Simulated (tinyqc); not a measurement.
Small-signal admittance of a forward-biased p+-n diode: one step of the calculation.

Holes injected into a neutral base of width wb with an ohmic contact at its end; low injection, p0 far above the equilibrium density. A small voltage v exp(i w t), w = 2 pi f, modulates the edge density by p0 v/Vt, and the small-signal density obeys Dp d2p/dx2 = (1/tau + i w) p.

Question. The same by finite differences. 9 equal intervals, h = wb/9; u = small-signal density over its edge value, u_0 = 1, u_9 = 0; u_(i-1) + b u_i + u_(i+1) = 0 with b = -2 - h^2 (1/tau + i w)/Dp; Y = (q Dp p0/(Vt h)) (-b/2 - u_1), which includes the half box at the edge.

Values chosen for this exercise; permittivity close to that of 4H silicon carbide:
- T = 300 K (temperature)
- Dp = 1.6 cm^2/s (hole diffusion coefficient)
- tau = 7e-8 s (hole lifetime)
- wb = 0.6 um (width of the neutral base)
- p0 = 4.6e12 cm^-3 (excess hole density at the junction edge)
- f = 3.5e7 Hz (signal frequency)

Constants: q = 1.602176634e-19 C, kB = 1.380649e-23 J/K, Vt = kB T/q. Results are converted to the units shown.

Wanted: b; u; Y on the mesh.

Answer.

b = -2.000-0.006i
u, node 1 to 8: [0.8873-0.0153i, 0.7751-0.0251i, 0.6633-0.0303i, 0.5519-0.0314i, 0.4410-0.0291i, 0.3304-0.0242i, 0.2201-0.0172i, 0.1100-0.0090i]
Y on the mesh = 0.7724+0.1254i S/cm^2

tinyqc, about 0.01 s, one thread, Intel Xeon 2.30GHz (shared host): `OMP_NUM_THREADS=1 python tinyqc.py 2890201 2890202 out.jsonl`
